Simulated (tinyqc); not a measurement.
Worked calculation: one-electron ion in a basis of Gaussians. One step of it, computed by the program tinyqc.

Problem. Generalised eigenproblem. Solve H C = S C e through S^(-1/2); each column has its largest component positive (the first on a tie).

H = T + V (hartree):
$$\begin{pmatrix}
-0.361284 & -0.343082 \\
-0.343082 & -0.452657
\end{pmatrix}$$

S:
$$\begin{pmatrix}
1.000000 & 0.665688 \\
0.665688 & 1.000000
\end{pmatrix}$$

Give: eigenvalues of S; eigenvalues; coefficients.

Solution.

eigenvalues of S: [0.334, 1.666]

eigenvalues (hartree): [-0.464, -0.177]

coefficients:
$$\begin{pmatrix}
0.267 & 1.313 \\
0.802 & -1.073
\end{pmatrix}$$

For Z = 2 and l = 1 the exact lowest level is -Z^2/(2 n^2) with n = l + 1: -0.500000 hartree.
